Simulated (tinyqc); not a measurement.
Size effects in the resistivity of thin metal films and interconnect lines: one step, computed by the program tinyqc.

Electrons lose their drift at surfaces (a share 1 - p of the hits) and at grain boundaries (reflection R), besides bulk scattering.

Problem. Grain boundaries. Mayadas-Shatzkes: alpha = (lambda/D) R/(1 - R); rho_b/rho = 1 - 3 alpha/2 + 3 alpha^2 - 3 alpha^3 ln(1 + 1/alpha).

Inputs (values chosen for the exercise, modelled on copper): bulk mean free path lambda = 41.5 nm; grain-boundary reflection R = 0.39.

Geometry: film.

grain size D = 32.5 nm

Give: alpha; rho/rho_b from grains.

Solution.

alpha = 0.8164

rho/rho_b from grains = 2.130

The linear estimate 1 + 3 alpha/2 gives 2.225, 4 % high; at large alpha the slope is 4/3.
